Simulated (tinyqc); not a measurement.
# From one set of inputs to another, one input at a time

Model: mobility of a non-polar semiconductor in the relaxation-time approximation. Computed by tinyqc, a small Python program. Command: `OMP_NUM_THREADS=1 python tinyqc.py 3025088 3025089 out.jsonl rta ladder`. One thread of a shared host (Intel(R) Xeon(R) Processor @ 2.30GHz), about 0.02 s of CPU time with the checks.

Each valley is treated as a sphere of mass m_d for states and rates, with one isotropic relaxation time; the conductivity mass m_c sets the current.

The inputs printed are set A. Inputs not listed in the table keep their values of set A, so the rows need not describe a real material.

Inputs (values chosen for the exercise, modelled on electrons in silicon):
```
quantity                                            value       unit
longitudinal mass m_l                               0.925        m_0
transverse mass m_t                                 0.195        m_0
equivalent valleys Z                                    6          -
non-parabolicity alpha                               0.48       1/eV
static permittivity eps_s                            11.7          -
density rho                                          2329     kg/m^3
sound velocity v_l                                   9270        m/s
acoustic deformation potential D_A                    9.7         eV
phonon energy hbar w                                 57.8        meV
optical or intervalley deformation potential D_o      4.8  1e8 eV/cm
final valleys Z_f                                       5          -
carrier density n                                 1.9e+14     1/cm^3
compensation ratio C                                    0          -
temperature T                                         100          K
neutral impurity density N_n                      9.6e+15     1/cm^3
```

Band: Kane. Impurity formula: Brooks-Herring. Further scattering: neutral impurities.

Constants: k_B = 8.617333262e-05 eV/K; m_0 = 9.1093837015e-31 kg; e = 1.602176634e-19 C; hbar = 1.054571817e-34 J s; eps_0 = 8.8541878128e-12 F/m; k_B = 1.380649e-23 J/K; hbar = 6.582119569e-16 eV s.

Method:
- m_d = (m_l m_t^2)^(1/3); 1/m_c = (1/m_l + 2/m_t)/3; Hall mass factor A = 3 K_m (K_m + 2)/(2 K_m + 1)^2, K_m = m_l/m_t; N_I = n (1 + C)/(1 - C).
- Kane band: hbar^2 k^2/(2 m) = E (1 + alpha E), speed v = hbar k/(m (1 + 2 alpha E)), states per spin, volume and energy g(E) = m k (1 + 2 alpha E)/(2 pi^2 hbar^2); overlap factors are set to 1. Here m = m_d. Masses are multiplied by m_0 and all formulas are in SI units.
- The reduced Fermi level eta = E_F/(k_B T) solves n = 2 Z int g f dE with f = 1/(1 + exp(x - eta)) (Z = 1 unless valleys are given); screening length L_s = sqrt(eps_s eps_0 k_B T/(e^2 dn/deta)), dn/deta = 2 Z int g f (1 - f) dE.
- Integrals over x = E/(k_B T) use 160 Gauss-Legendre points in u = sqrt(x) from 0 to sqrt(max(eta, 0) + 32).
- Phonon occupation N_q = 1/(exp(hbar w/(k_B T)) - 1).
- Acoustic deformation potential (elastic, equipartition, absorption and emission together): 1/tau = 2 pi k_B T D_A^2 g(E)/(hbar rho v_l^2).
- Optical or intervalley deformation potential: 1/tau = (pi Z_f D_o^2/(rho w)) [N_q g(E + hbar w) + (N_q + 1) g(E - hbar w)], with g = 0 below the band edge.
- Each optical term is multiplied by (1 - f(E'))/(1 - f(E)), E' the final energy, for Pauli blocking.
- Singly charged impurities, momentum relaxation: 1/tau = N_I e^4 m (1 + 2 alpha E) Phi/(8 pi (eps_s eps_0)^2 hbar^3 k^3), with alpha = 0 for a parabolic band.
- Brooks-Herring: Phi = ln(1 + b) - b/(1 + b), b = 4 k^2 L_s^2.
- Neutral impurities (Erginsoy): 1/tau = 20 N_n a_B hbar/m, a_B = 4 pi eps_s eps_0 hbar^2/(m e^2).
- mu = (m_d/m_c) (2 Z e/(3 n k_B T)) int g v^2 tau f (1 - f) dE.
- Averages over x are split at the emission threshold x_0 = hbar w/(k_B T): 64 Gauss-Legendre points in sqrt(x) below it and 128 in sqrt(x - x_0) above it, up to x = max(eta, 0) + 32.
- Rates are added at each energy before the average. With <y> = int g v^2 y f (1 - f) dE: Hall factor r_H = A (3 n k_B T/(2 Z m_d)) <tau^2/(1 + 2 alpha E)>/<tau>^2 (alpha = 0 for a parabolic band); Hall mobility r_H mu; |S| = (k_B/e) (<x tau>/<tau> - eta); resistivity 1/(n e mu).

Each row keeps all changes above it:
```
input moved                                                      from       to  Hall factor r_H  Seebeck coefficient |S| (microvolt/K)  ionised impurity mobility (cm^2/(V s))
set A                                                               -        -           0.9221                                 1071.3                              5.3365e+05
acoustic deformation potential D_A (eV)                           9.7       11           0.9297                                 1069.2                              5.3365e+05
static permittivity eps_s                                        11.7     7.36           0.9163                                 1074.2                              2.2228e+05
carrier density n (1/cm^3)                                    1.9e+14  3.1e+14           0.9086                                 1036.3                              1.4426e+05
temperature T (K)                                                 100      500           1.2109                                 1208.5                              1.0379e+06
phonon energy hbar w (meV)                                       57.8     66.8           1.1855                                 1209.9                              1.0379e+06
longitudinal mass m_l (m_0)                                     0.925     0.62           1.2330                                 1193.0                              1.0284e+06
optical or intervalley deformation potential D_o (1e8 eV/cm)      4.8      9.2           1.3493                                 1182.7                              1.0284e+06
```

Which inputs carry the difference?

Hall factor r_H goes from 0.922 to 1.35, a factor 1.46 in all. The largest single move comes from temperature T (a factor 1.33). Seebeck coefficient |S| goes from 1070 to 1180, a factor 1.10 in all. The largest single move comes from temperature T (a factor 1.17), and carrier density n works against it (a factor 0.965). Ionised impurity mobility goes from 534000 to 1.03e6, a factor 1.93 in all. The largest single move comes from temperature T (a factor 7.19), and static permittivity eps_s works against it (a factor 0.417). The single moves hold for this order of the switches; the total does not depend on the order.

Caution (all rows): Erginsoy's formula holds for k a_B below about 0.5 and for dopants that stay neutral, which means low temperature; elsewhere it is only a rough constant rate. Caution (rows set A, acoustic deformation potential D_A, static permittivity eps_s, carrier density n): n is taken as given; at low temperature (in diamond even at 300 K) real dopants can freeze out, which changes n and N_I.

Extremes, crossings and ranges named in words are read from the listed rows.
